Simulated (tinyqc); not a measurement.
Inside a calculation: donor level screened by free carriers (Yukawa potential). Values are carried at full precision from step to step, so a last printed digit may differ when a step is redone from the rounded ones.

Screening wave number: Debye ks^2 = 4 pi q n/(eps kB T); Thomas-Fermi ks^2 = 6 pi q n/(eps EF) with EF = c (3 pi^2 n/gv)^(2/3)/m, c = hbar^2/2m0; the two are joined by 1/ks^2 = sqrt(1/ks_D^4 + 1/ks_TF^4). 1e18/cm^3 = 1e-6/angstrom^3, q = e^2/(4 pi eps0).

Constants: e^2/(4 pi eps0) = 14.39964547 eV angstrom; kB = 8.617333262e-05 eV/K; hbar^2/2m0 = 3.80998211 eV angstrom^2; Ry = 13.60569312 eV; a0 (Bohr radius) = 0.5291772105 angstrom.

Values chosen for the exercise (near those of a donor in Ge, with one mean mass; not measured data):
- m = 0.163 m0 (mass)
- eps = 15.8 (dielectric constant)
- gv = 4 (valleys)
- T = 300 K (temperature)
- n = 0.51 x 1e18/cm^3 (free-carrier density)

## Units and screening length

Give Ry* = Ry m/eps^2, a* = a0 eps/m, EF, the three values of ks, and x = ks a*.

Ry* = 8.884 meV
a* = 51.29 angstrom
EF = 5.67 meV

ks: Debye, Thomas-Fermi, joined (1/angstrom): 0.01503  0.03932  0.01495

x = 0.7669

EF/kB T = 0.22, so the Debye value, the smaller one, controls the screening.

## One-parameter trial function

Potential -(q/(eps r)) exp(-ks r), q = e^2/(4 pi eps0). In units Ry* = Ry m/eps^2 and a* = a0 eps/m the problem is [-Laplacian - 2 exp(-x r)/r] psi = E psi with x = ks a*.

For exp(-z r): E(z) = z^2 - 8 z^3/(2z + x)^2 in Ry*. Scan z = 0.5, 0.6, ..., 1.1, then minimise; first order gives -1 + 2x.

Scan (Ry*):
```
z    kinetic  potential        E
0.5   0.2500    -0.3203  -0.0703
0.6   0.3600    -0.4466  -0.0866
0.7   0.4900    -0.5844  -0.0944
0.8   0.6400    -0.7311  -0.0911
0.9   0.8100    -0.8851  -0.0751
1.0   1.0000    -1.0449  -0.0449
1.1   1.2100    -1.2096   0.0004
```

best z = 0.723
E = -0.0947 Ry*
binding = 0.84 meV

First order in x would give 0.534 Ry*, a rigid shift by q ks/eps; it overstates the loss of binding by 0.629 Ry*.

## Converged levels

Converged values use 18 functions exp(-z r), z = 1.55^i, i = -11 to 6: S = 2/A^3, H = z_i z_j S - 2/(A + x)^2, A = z_i + z_j.

The 1s and 2s levels and the mean radius.

1s = -0.1058 Ry*
binding = 0.94 meV
<r> = 123.8 angstrom
second root = 0.0000 Ry*

The trial function misses by 0.0111 Ry*. Screening leaves 11 % of the bare binding, 0.04 kB T. 2s is no longer bound (it unbinds at x = 0.310). At this density n^(1/3) a* is past the Mott value 0.26, so real donors overlap and form no separate level.

## Checks

- 1s at x = 0.5 against the known -0.29623 Ry*: both -0.29623.
- 1s at x = 0 against -1: both -1.00000.

Computed by tinyqc, a small Python program: `OMP_NUM_THREADS=1 python tinyqc.py 1250154 1250155 out.jsonl` (the numbers bound the seed that draws the inputs); one thread of a shared host (Intel(R) Xeon(R) Processor @ 2.30GHz), about 0.01 s for the whole set of steps.
